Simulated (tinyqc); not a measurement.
Inside a calculation. Method: tight binding, kagome lattice. One step of it, computed by the program tinyqc.

Task: Bloch Hamiltonian at k. H_AB = -t1 - t2 exp(-i k.a1), H_AC = -t1 - t2 exp(-i k.a2), H_BC = -t1 - t2 exp(i k.(a1 - a2)), H_CC = delta.

Parameters chosen for this model:
```
parameter     value                unit
t1         1.870000    eV, up triangles
t2         1.590000  eV, down triangles
delta             0        eV on site C
```

k point k (fractions of the reciprocal vectors): [0.370000, -0.380000]

Give: H(k) at k.

Result:

H(k) at k (eV), order A, B, C:
```
[[0.000, -0.782+1.159i, -0.711-1.088i],
 [-0.782-1.159i, 0.000, -1.870+1.590i],
 [-0.711+1.088i, -1.870-1.590i, 0.000]]
```
